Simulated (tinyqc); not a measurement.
## Ground and coupling capacitance from two measurements

Question. A line has Cg to the planes and Cc to each of two neighbours. Find Cg, Cc, the load when both neighbours switch in antiphase, and the pulse on the line when it floats and both neighbours swing by Vx.

Inputs (values chosen for the exercise): swing Vx = 0.7 V.

capacitance with neighbours driven alike and with neighbours grounded (aF/um): [52, 106]

Solution. Driven alike, Cc carries no charge, which leaves Cg; grounded neighbours give Cg + 2 Cc, antiphase Cg + 4 Cc; a floating line divides the swing as 2 Cc/(Cg + 2 Cc).

Cg = 52.00 aF/um
Cc = 27.00 aF/um
load in antiphase = 160.0 aF/um
pulse = 0.3566 V

Program tinyqc, `OMP_NUM_THREADS=1 python tinyqc.py 2790198 2790199 out.jsonl`; Intel Xeon 2.30GHz, shared host, one thread, about 1 s.
